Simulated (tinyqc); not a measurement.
Recursion (Haydock) method for the local density of states: surface site of a cubic lattice: one step. The coefficients.

One orbital a site at energy 0, hopping -t to the 6 nearest neighbours of a cubic lattice; the start u0 is a site in the outermost layer of a half crystal, with energy V. Recursion: a_n = <u_n|H|u_n>, b_(n+1) u_(n+1) = (H - a_n) u_n - b_n u_(n-1), b > 0. G(z) = 1/(z - a0 - b1^2/(z - a1 - b2^2/(...))), z = E + i eta. After n levels the tail is b_n^2 T with the square-root terminator T = (z - sqrt(z - 2b) sqrt(z + 2b))/(2 b^2), b = 3t so that the band edges lie at -/+ 6t.

Parameters, chosen for this exercise:
- t = 0.82 eV (hopping)
- V = 0 eV (shift of the starting site)
- n = 5 (levels kept)

Problem. Carry the recursion for n levels; the lattice is large enough that no wall but the surface is met.

Give: Coefficients.

Solution.

Coefficients:

| n | a_n (eV) | b_(n+1) (eV) | b_(n+1)^2/t^2 |
|---|---|---|---|
| 0 | 0.0000 | 1.83358 | 5.0000 |
| 1 | 0.0000 | 2.23064 | 7.4000 |
| 2 | 0.0000 | 2.32009 | 8.0054 |
| 3 | 0.0000 | 2.36502 | 8.3184 |
| 4 | 0.0000 | 2.40181 | 8.5793 |

b1^2/t^2 = 5 counts the neighbours of the start. All a_n vanish because the lattice is bipartite and V = 0. The b_n tend to a quarter of the band width, 2.460 eV.

tinyqc: `OMP_NUM_THREADS=1 python tinyqc.py 1482572 1482573 out.jsonl`; about 0.1 s, one thread, shared Intel(R) Xeon(R) Processor @ 2.30GHz.
